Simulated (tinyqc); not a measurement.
Permittivity and interface capacitance from two thicknesses.

Question. 1/C = t/(eps0 ek) + 2/ci for planar capacitors that differ only in thickness. Find ek, ci and the EOT of the interfaces, 2 x 3.9 eps0/ci.

Constants: eps0 = 8.8541878128e-14 F/cm where lengths are in cm. Results are converted to the units shown.

C at t = 7.2 and 22 nm (uF/cm^2): 2.8733014  0.94400259

Answer. 1/C is a straight line in t: the slope gives ek and the intercept 2/ci. A single thickness would give only the effective permittivity; when the interfaces are a small part of 1/C, ci needs very accurate data.

ek = 23.5
ci = 1.00e3 uF/cm^2
EOT of the interfaces = 0.00691 nm

Computed by the program tinyqc: `OMP_NUM_THREADS=1 python tinyqc.py 2102162 2102163 out.jsonl`, one thread of a shared Intel Xeon 2.30GHz, about 0.01 s for the whole run.
